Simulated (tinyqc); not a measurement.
p-n junction with a stepped n side, non-linear Poisson equation by Newton steps: two steps of the calculation.

One dimension, p side on the left, n side on the right; net doping C = -Na for x < 0, +N1 for 0 < x < L1 and +Nd beyond. The potential psi is counted from the intrinsic level, and the quasi-Fermi potentials are flat: 0 for holes and -V for electrons, so n = ni exp((psi + V)/Vt) and p = ni exp(-psi/Vt) (Boltzmann statistics, full ionisation, no current).

Parameters, values chosen for the exercise; band and dielectric values close to those of In0.53Ga0.47As: temperature T = 300 K; band gap Eg = 0.742 eV; relative permittivity eps_r = 14; conduction-band density of states at T Nc = 2.13e17 cm^-3; valence-band density of states at T Nv = 7.71e18 cm^-3; acceptor density of the p side Na = 6.2e17 cm^-3; donor density of the n side Nd = 2.9e16 cm^-3; bias of the p side against the n side V = 0.09 V.

Constants: q = 1.602176634e-19 C, kB = 1.380649e-23 J/K, Vt = kB T/q, eps0 = 8.8541878128e-14 F/cm where lengths are in cm. Results are converted to the units shown.

Problem 1. Intrinsic density, end potentials and Debye lengths. ni = sqrt(Nc Nv) exp(-Eg/(2 Vt)), Eg in volts; psi_p = -Vt ln(Na/ni), psi_n = Vt ln(Nd/ni) - V; Debye length sqrt(eps0 eps_r Vt/(q N)).

Find: ni; psi_p; psi_n; Debye length, p side; Debye length, n side.

Solution 1.

ni = 7.502e11 cm^-3
psi_p = -0.3522 V
psi_n = 0.1831 V
Debye length, p side = 5.680 nm
Debye length, n side = 26.26 nm

Problem 2. Newton step. Solve the tridiagonal system a_(i-1) d_(i-1) + b_i d_i + a_i d_(i+1) = -F_i for nodes 1 to 12, with d = 0 on fixed nodes. If the largest |d| exceeds 4 Vt, the whole step is scaled down so that it equals 4 Vt.

coupling a_i, interval 0 to 12 (F/cm^2): 9.7605220e-7  1.1268966e-6  1.3048277e-6  1.5265841e-6  1.7759116e-6  2.0659772e-6  1.2273132e-6  7.3784898e-7  4.3801636e-7  2.5932768e-7  1.5690966e-7  9.3201977e-8  5.5338674e-8

```
node  diagonal b (F/cm^2)  residual F (C/cm^2)
1           -6.6562491e-6       -5.6024433e-18
2           -6.3702330e-6       -4.8459952e-18
3           -6.2166080e-6       -4.1651920e-18
4           -6.2035435e-6         1.5895183e-8
5           -5.6058617e-6         3.4189572e-8
6           -3.8949855e-6         2.0361394e-8
7           -2.0658472e-6        -2.3965239e-9
8           -1.1809641e-6        -8.2501699e-9
9           -6.9757413e-7        -1.4146236e-8
10          -5.0616783e-7        -2.4736190e-8
11          -2.1552219e-6        -1.0300432e-8
12          -3.3566745e-6        1.8041251e-15
```

psi at the start, node 0 to 13 (V): -0.35222981  -0.35222981  -0.35222981  -0.35222981  -0.35222981  -0.34327937  -0.30990490  -0.25041786  -0.15993873  -0.03144468  0.11741441  0.18306004  0.18306004  0.18306004

Find: Newton step d, before damping; psi after iteration 1.

Solution 2.

Newton step d, before damping, node 1 to 12 (V): 0.000053  0.000316  0.001495  0.005820  0.010093  0.005836  -0.015060  -0.048625  -0.086897  -0.097066  -0.011860  -0.000329
psi after iteration 1, node 0 to 13 (V): -0.35223  -0.35218  -0.35191  -0.35073  -0.34641  -0.33319  -0.30407  -0.26548  -0.20856  -0.11834  0.02035  0.17120  0.18273  0.18306

tinyqc, about 0.02 s, one thread, Intel Xeon 2.30GHz (shared host): `OMP_NUM_THREADS=1 python tinyqc.py 2000018 2000019 out.jsonl`
